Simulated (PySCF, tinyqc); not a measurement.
Worked calculation: RHF in the sto-6g basis, for H6, spin multiplicity 1. The lowest restricted solution is unstable here: a spin-polarised one lies 0.0814 hartree lower (PySCF). One step of it, computed by the program tinyqc.

Task: Iteration 2: DIIS coefficients. Solve [B -1; -1 0][c; lambda] = [0; -1] for the coefficients, which sum to one.

B (overlaps of the stored error matrices):
```
               1              2
1  1.8084509e+00  2.9628765e-01
2  2.9628765e-01  3.5095330e-01
```

Give: DIIS coefficients.

Result:

DIIS coefficients: 0.035  0.965
